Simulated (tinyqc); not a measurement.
Worked calculation: tight binding, dimerised chain. Computed by tinyqc, a small Python program that keeps every step. Settings: t1 = 0.74, t2 = 2.26, delta = 0, points = 8, cells = 3. Command: `OMP_NUM_THREADS=1 python tinyqc.py 24609 24610 out.jsonl` (the two numbers bound the seeds that draw the settings). One thread of a shared host (Intel(R) Xeon(R) Processor @ 2.60GHz), about 0.01 s of CPU time with the checks.

## Bloch Hamiltonian at k

Parameters chosen for this model:

| parameter | value | unit |
|---|---|---|
| t1 | 0.740000 | eV, inside the cell |
| t2 | 2.260000 | eV, between cells |
| delta | 0 | eV, +/- on the two sites |

k point k (2 pi / a): 0.42000

H_AA = +delta, H_BB = -delta, H_AB = -t1 - t2 exp(-i k a).

H(k) at k (eV):
```
                  A                 B
A           0.00000  1.24045+1.08876i
B  1.24045-1.08876i           0.00000
```

## Levels at k

Diagonalise the Hermitian matrix.

eigenvalues (eV): -1.65049  1.65049

weights |c|^2 of the basis functions:
```
    band 1   band 2
A  0.50000  0.50000
B  0.50000  0.50000
```

## Bloch Hamiltonian at X

k point X (2 pi / a): 0.50000

As before.

H(k) at X (eV):
```
         A        B
A  0.00000  1.52000
B  1.52000  0.00000
```

## Levels at X

As before.

eigenvalues (eV): -1.52000  1.52000

weights |c|^2 of the basis functions:
```
    band 1   band 2
A  0.50000  0.50000
B  0.50000  0.50000
```

## Bands along a path

The same steps at evenly spaced points between the labelled ones.

Bands along the path (eV):

| k | band 1 | band 2 |
|---|---|---|
| G | -3.00000 | 3.00000 |
| G-X 0.20 | -2.89157 | 2.89157 |
| G-X 0.40 | -2.58627 | 2.58627 |
| G-X 0.60 | -2.14979 | 2.14979 |
| G-X 0.80 | -1.71732 | 1.71732 |
| X | -1.52000 | 1.52000 |

With 1 band(s) filled, the highest filled level on these points lies at X and the lowest empty one at X: a gap of 3.0400 eV, direct.

## Berry (Zak) phase of the lower band

On 8 points k_j = j/N: phase = -Im ln of the product of <u_j|u_(j+1)>, closed with u_N = u_0 (the cell-periodic part is taken without the site positions). Single arguments depend on the phases chosen for the u_j; only their sum modulo 2 pi does not.

Overlaps:

| j | \|<u_j\|u_j+1>\| | argument (rad) |
|---|---|---|
| 0 | 0.95540 | -0.29978 |
| 1 | 0.94688 | -0.32740 |
| 2 | 0.91926 | -0.40460 |
| 3 | 0.85821 | 2.60257 |
| 4 | 0.85821 | 2.60257 |
| 5 | 0.91926 | -0.40460 |
| 6 | 0.94688 | -0.32740 |
| 7 | 0.95540 | -0.29978 |

phase / pi, folded into (-1, 1] = 1.00000

## Open chain of 3 cells

H of the open chain (eV):
```
          1         2         3         4         5         6
1   0.00000  -0.74000   0.00000   0.00000   0.00000   0.00000
2  -0.74000   0.00000  -2.26000   0.00000   0.00000   0.00000
3   0.00000  -2.26000   0.00000  -0.74000   0.00000   0.00000
4   0.00000   0.00000  -0.74000   0.00000  -2.26000   0.00000
5   0.00000   0.00000   0.00000  -2.26000   0.00000  -0.74000
6   0.00000   0.00000   0.00000   0.00000  -0.74000   0.00000
```

The same hoppings without the wrap-around bond.

levels (eV): -2.74582  -2.07688  -0.07106  0.07106  2.07688  2.74582

weights of the highest filled level on the sites: 0.44865  0.00414  0.04722  0.04722  0.00414  0.44865

The bulk gap runs from -1.5200 to 1.5200 eV; 2 level(s) of this chain lie inside it: end states, which need the weaker bond inside the cell and a chain longer than their decay length.
